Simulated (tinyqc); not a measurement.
Kinetic against equilibrium segregation over temperature: surface segregation during layer-by-layer epitaxy: two-layer exchange kinetics and the shape of quantum wells and delta layers. Computed by tinyqc, a small Python program. Command: `OMP_NUM_THREADS=1 python tinyqc.py 3003367 3003368 out.jsonl mbeseg walk`. One thread of a shared host (Intel(R) Xeon(R) Processor @ 2.30GHz), about 0.02 s of CPU time with the checks.

Atoms A and B exchange only between the growing layer and the one below it. B is supplied for N layers, then pure A follows.

Inputs (values chosen for the exercise, close to those used for indium in GaAs):
```
quantity,value,unit
barrier E1 for B to move up,1.76,eV
segregation energy E_s,0.22,eV
attempt frequency nu,10,THz
growth rate G,0.063,layers/s
share x0 of B in the flux during the well,0.16,-
layers in the well N,6,-
layer thickness,2.83,angstrom
temperature T,500,C
```

Constants: k_B = 8.617333262e-05 eV/K.

Method:
- p1 = nu exp(-E1/(k_B T)) (B up, A down), p2 = nu exp(-(E1 + E_s)/(k_B T)) (B down); time per layer tau = 1/G; K = p1/p2.
- Temperatures in kelvin are T(C) + 273.15.
- Each layer is deposited complete with B share x_dep and then exchanges for the time tau = 1/G with the layer below, whose share is b (total c = s + b fixed): ds/dt = p1 b (1 - s) - p2 s (1 - b), s(0) = x_dep. With the roots s1 < s2 of the right side, (s - s1)/(s - s2) = [(s(0) - s1)/(s(0) - s2)] exp(-(p1 - p2)(s2 - s1) tau). The lower layer is then buried with c - s, and s becomes the b of the next layer.
- In the dilute tail each layer passes up the share R = R_eq (1 - exp(-(p1 + p2) tau)); decay length = -layer thickness/ln R.
- R_eq = K/(1 + K).

Segregation:
```
T (C),p1 tau,R_eq,R,decay length (angstrom),peak share
380,4.1716e+00,0.98033,0.96642,82.85,0.10649
420,2.5351e+01,0.97547,0.97547,113.97,0.07585
460,1.2652e+02,0.97018,0.97018,93.47,0.08121
500,5.3469e+02,0.96450,0.96450,78.29,0.08615
540,1.9609e+03,0.95850,0.95850,66.77,0.09068
580,6.3662e+03,0.95223,0.95223,57.82,0.09483
620,1.8600e+04,0.94575,0.94575,50.74,0.09863
660,4.9569e+04,0.93911,0.93911,45.05,0.10212
```

What does the comparison show, and why?

The decay length peaks at 420 C among these rows: below, exchange is too slow; above, equilibrium rules and K = exp(E_s/(k_B T)) falls. Caution: in the hottest rows B can desorb, which is left out.

Extremes, crossings and ranges named in words are read from the listed rows.
